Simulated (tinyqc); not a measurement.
Inside a calculation. Model: resistance of a tapered via with liner, size effect and interface.

Computed by the program tinyqc: `OMP_NUM_THREADS=1 python tinyqc.py 2750076 2750077 out.jsonl`, one thread of a shared Intel Xeon 2.30GHz, about 0.01 s for the whole run. Printed values are rounded.

A round via whose diameter grows from db at the bottom as D(z) = db + 2 z/tan(ang). The fill, of diameter D - 2 tl, starts above the bottom liner (thickness fb tl) and has rho = rho0 (1 + ks lam/(D - 2 tl)); the sidewall liner conducts in parallel with it. The bottom liner and the interface are crossed over the full area pi db^2/4. Spreading in the lines above and below is left out.

Values chosen for this exercise; fill metal close to ruthenium:
- db = 13 nm (diameter at the bottom)
- hv = 21 nm (height)
- ang = 87 degrees (sidewall angle)
- rho0 = 7.93 uohm cm (bulk resistivity of the fill)
- lam = 6.67 nm (mean free path of the fill)
- ks = 0.7 (size-effect factor)
- tl = 0.2 nm (liner on the sidewall)
- fb = 0.7 (liner at the bottom over that on the sidewall)
- rl = 310 uohm cm (resistivity of the liner)
- ri = 2e-12 ohm cm^2 (interface resistivity at the bottom)
- Sb = 1.5e15 S/m^2 (ballistic conductance per area, about 3/(4 rho0 lam))

## Slices of the via

Slices between z0 = fb tl and hv, evaluated at their midpoints: conductance per length pi/4 [(D - 2 tl)^2/rho + (D^2 - (D - 2 tl)^2)/rl], slice resistance = slice height over that. 10 slices.

```
slice	z (nm)	D (nm)	rho (uohm cm)	slice resistance (ohm)
0	1.183	13.1240	10.8399	1.77432
1	3.269	13.3426	10.7907	1.70719
2	5.355	13.5613	10.7432	1.64374
3	7.441	13.7799	10.6972	1.58372
4	9.527	13.9986	10.6527	1.52689
5	11.6130	14.2172	10.6096	1.47303
6	13.6990	14.4359	10.5679	1.42193
7	15.7850	14.6545	10.5274	1.37342
8	17.8710	14.8732	10.4882	1.32732
9	19.9570	15.0918	10.4501	1.28348
```

## Total resistance

R_fill = sum of the slices; R_bottom = rl fb tl/(pi db^2/4); R_interface = ri/(pi db^2/4); ballistic (Sharvin) limit 1/(Sb pi (db - 2 tl)^2/4); ideal cylinder rho0 hv/(pi db^2/4).

parts (ohm): fill 15.1150, bottom liner 3.26974, interface 1.50679
R = 19.8916 ohm
shares (%): fill 75.9872, bottom liner 16.4378, interface 7.5750
ballistic limit = 5.34660 ohm
ideal cylinder = 12.5463 ohm

The fill is the largest part, and R is 1.59 times the ideal cylinder. With 2000 slices R = 19.893 ohm.
